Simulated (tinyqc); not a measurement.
Implant damage, amorphisation by cascade overlap, and solid-phase epitaxial regrowth: one step, computed by the program tinyqc. Command: `OMP_NUM_THREADS=1 python tinyqc.py 3111132 3111133 out.jsonl sper walk`. One thread of a shared host (Intel(R) Xeon(R) Processor @ 2.30GHz), about 0.01 s of CPU time with the checks.

Range and width of the damage are inputs. Dynamic annealing enters only through the surviving share f.

Task: Overlap model. Gibbons model: a point turns amorphous after n + 1 hits; with y = A_i Q the amorphous share is 1 - exp(-y) sum_(k=0..n) y^k/k!. Doses are set by y.

Inputs (values chosen for the exercise, modelled on antimony ions in silicon): overlaps needed n = 2; area amorphised by one track A_i = 0.4 nm^2.

Give: the table «Amorphous share» with the columns Q (1/cm^2), direct impact (n = 0), given n, for y = 0.1, 0.3, 0.6, 1.0, 2.0, 3.0, 5.0, 8.0.

Result:

Amorphous share:

| y | Q (1/cm^2) | direct impact (n = 0) | given n |
|---|---|---|---|
| 0.1 | 2.50e+13 | 0.0952 | 1.547e-04 |
| 0.3 | 7.50e+13 | 0.2592 | 3.599e-03 |
| 0.6 | 1.50e+14 | 0.4512 | 2.312e-02 |
| 1.0 | 2.50e+14 | 0.6321 | 8.030e-02 |
| 2.0 | 5.00e+14 | 0.8647 | 3.233e-01 |
| 3.0 | 7.50e+14 | 0.9502 | 5.768e-01 |
| 5.0 | 1.25e+15 | 0.9933 | 8.753e-01 |
| 8.0 | 2.00e+15 | 0.9997 | 9.862e-01 |

At small y the share grows as y^3; between the first rows the exponent is 2.86.
